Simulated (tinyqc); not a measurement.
# Changing the temperature T

Model: harmonic transition-state theory with quantum, tunnelling and friction corrections. Computed by tinyqc, a small Python program. Command: `OMP_NUM_THREADS=1 python tinyqc.py 3013911 3013912 out.jsonl rates sweep`. One thread of a shared host (Intel(R) Xeon(R) Processor @ 2.30GHz), about 0.03 s of CPU time with the checks.

One atom hops between equivalent sites; three modes at the minimum and two real modes at the saddle are treated as harmonic, the rest of the crystal as unchanged; melting is ignored, so hot rows may lie above the melting point.

Inputs (values chosen for the exercise, modelled on an adatom on a metal):
```
quantity                                value      unit
barrier E_b                             0.431        eV
imaginary frequency at the saddle nu_b   2.82       THz
jump length d                             2.6  angstrom
number of jump directions z                 4         -
```

Lattice of sites: two-dimensional.

frequencies at the minimum (THz): 2.87  3.15  4.74

real frequencies at the saddle (THz): 3.17  4.79

Constants: k_B = 8.617333262e-05 eV/K; h x 1 THz = 4.135667696 meV.

Method:
- Vineyard: nu* = product of minimum frequencies / product of real saddle frequencies; k_cl = nu* exp(-E_b/(k_B T)).
- Activation entropy S = k_B ln(nu* h/(k_B T)); for uncorrelated jumps D = z k d^2/4 and D0 = z nu* d^2/4; 1 angstrom^2 = 1e-16 cm^2.
- Quantum harmonic: k_q = (k_B T/h) [prod 2 sinh(x_i/2) (minimum) / prod 2 sinh(x_j/2) (saddle)] exp(-E_b/(k_B T)), x = h nu/(k_B T).
- Zero-point correction to the barrier = (h/2)(sum of saddle frequencies - sum of minimum frequencies).
- With u = h nu_b/(k_B T): Wigner factor 1 + u^2/24; parabolic barrier (Bell) (u/2)/sin(u/2), valid above T_c = h nu_b/(2 pi k_B); symmetric Eckart barrier: kappa = int_0^infinity P(E) exp(-(E - E_b)/(k_B T)) dE/(k_B T), P = (cosh 2a - 1)/(cosh 2a + cosh 2d), a = alpha sqrt(E/E_b), alpha = 2 pi E_b/(h nu_b), 2d = 2 sqrt(alpha^2 - pi^2/4).

One run for each value:
```
temperature T (K)  classical rate k_cl (1/s)  ratio k_q/k_cl  Eckart factor  classical diffusivity D (cm^2/s)
180                                2.416e+00           1.023          1.025                         1.633e-15
270                                2.544e+04           1.010          1.011                         1.720e-11
330                                7.384e+05           1.007          1.008                         4.992e-10
410                                1.421e+07           1.004          1.005                         9.607e-09
510                                1.554e+08           1.003          1.003                         1.051e-07
640                                1.139e+09           1.002          1.002                         7.701e-07
790                                5.024e+09           1.001          1.001                         3.396e-06
980                                1.714e+10           1.001          1.001                         1.159e-05
```

Give the missing row, temperature T (K) = 220.

Computed row:
```
temperature T (K)  classical rate k_cl (1/s)  ratio k_q/k_cl  Eckart factor  classical diffusivity D (cm^2/s)
220                                3.777e+02           1.015          1.017                         2.554e-13
```

Interpolating between the two neighbouring rows (the first column on a logarithmic scale, the others too where they are positive) misses most in classical rate k_cl (1/s), by 37 %. Over the rows, classical rate k_cl (1/s) rises from 2.42 to 1.71e10 (exponent d ln y / d ln x 25 between the first rows and 5.7 between the last); ratio k_q/k_cl falls from 1.02 to 1.00 (exponent d ln y / d ln x -0.037 between the first rows and -0.0019 between the last); Eckart factor falls from 1.02 to 1.00 (exponent d ln y / d ln x -0.040 between the first rows and -0.0022 between the last). The apparent barrier of the corrected rate k_cl (k_q/k_cl) kappa(Eckart) is 0.430 eV between the coldest rows and 0.431 eV between the hottest, against E_b = 0.431 eV.
